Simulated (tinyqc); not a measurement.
Dielectric confinement in a thin film (image charges), step by step. Values are carried at full precision from step to step, so a last printed digit may differ when a step is redone from the rounded ones.

A film |z| < t/2 of dielectric constant eps between half-spaces of dielectric constant e2; lam = (eps - e2)/(eps + e2), q = e^2/(4 pi eps0). The self-energy of a band edge is taken with the high-frequency value, e2 = eh, and the field of a fixed ion with the static one, e2 = eo. A charge at z has images lam^|n| at n t + (-1)^n z. Its self-energy is S(z) = (q/2 eps) sum over n >= 1 of lam^n [1/(n t - 2z) + 1/(n t + 2z)] for odd n and 2 lam^n/(n t) for even n; at the centre S(0) = -(q/(eps t)) ln(1 - lam).

Constants: e^2/(4 pi eps0) = 14.39964547 eV angstrom; hbar^2/2m0 = 3.80998211 eV angstrom^2; Ry = 13.60569312 eV.

Inputs chosen for the exercise (near those of a Si (100) film, two-fold valleys, in vacuum; not measured data): t = 26 angstrom (film thickness); eps = 11.4 (dielectric constant of the film); eh = 1 (high-frequency dielectric constant outside); mz = 0.94 m0 (mass across the film); eo = 1 (static dielectric constant outside); m = 0.195 m0 (mass in the plane).

## Images for a charge at the centre

Give lam, the first five terms (q/eps) lam^n/(n t), their sum and the closed form.

lam = 0.8387

terms (meV): 40.75  17.09  9.55  6.01  4.03

sum of five = 77.43 meV
S(0) = 88.64 meV

The surroundings screen less than the film, so the images repel and each band edge moves outwards: the gap changes by about 2 S = +177 meV.

## Self-energy across the film

S at 2z/t = 0, 0.2, 0.4, 0.6, 0.8 and 0.9, summed to n = 399.

Self-energy:

| 2z/t | z (angstrom) | S (meV) |
|---|---|---|
| 0.0 | 0.0 | 88.64 |
| 0.2 | 2.6 | 90.39 |
| 0.4 | 5.2 | 96.61 |
| 0.6 | 7.8 | 112.04 |
| 0.8 | 10.4 | 161.96 |
| 0.9 | 11.7 | 263.48 |

Towards the wall S diverges as (q lam/4 eps)/(distance), an artefact of the abrupt interface that the vanishing envelope makes harmless.

## Shift of the subband edge

First order: <S> over the envelope (2/t) cos^2(pi z/t), beside the confinement energy c (pi/t)^2/mz, c = hbar^2/2m0.

<S> = 97.73 meV
confinement energy = 59.18 meV

|<S>| is 1.65 times the confinement energy; the first goes as 1/t and the second as 1/t^2, so they are equal at t = 16 angstrom.

## Binding of a donor

Donor at the centre, lam from the static eo, trial function cos(pi z/t) exp(-rho/l): E(l) = c/(m l^2) - (q/eps) times the integral over k of F(k t) (1 + (k l/2)^2)^(-3/2), with F(x) = F0 + 2 lam exp(-x) G/(1 - lam exp(-x)), F0 = 2[(1 - exp(-x/2))/x + x (1 + exp(-x/2))/(x^2 + 4 pi^2)], G = 2 sinh(x/2)[1/x - x/(x^2 + 4 pi^2)]; c = hbar^2/2m0. The binding energy is -E at the minimum, counted from the subband edge with its self-energy.

Minimise over l with and without images (lam = 0); Ry* = Ry m/eps^2.

Donor:

| case | l (angstrom) | binding (meV) | in Ry* |
|---|---|---|---|
| no images | 23.8 | 49.9 | 2.44 |
| with images | 19.3 | 206.6 | 10.12 |

Ry* = 20.41 meV

The images change the binding by +156.8 meV, against -2 (q/(eps t)) ln(1 - lam) = +177.3 meV for an orbit much smaller than t. At 300 K the binding is 8.0 kB T, which hinders ionisation.

## Checks

- S(0) from the series against the closed form, meV: both 88.64.
- F(2.3) for lam = 0.8387 from a direct sum over images against the closed form: both 0.9296.

tinyqc: `OMP_NUM_THREADS=1 python tinyqc.py 1251242 1251243 out.jsonl`; about 0.03 s, one thread, shared Intel(R) Xeon(R) Processor @ 2.30GHz.
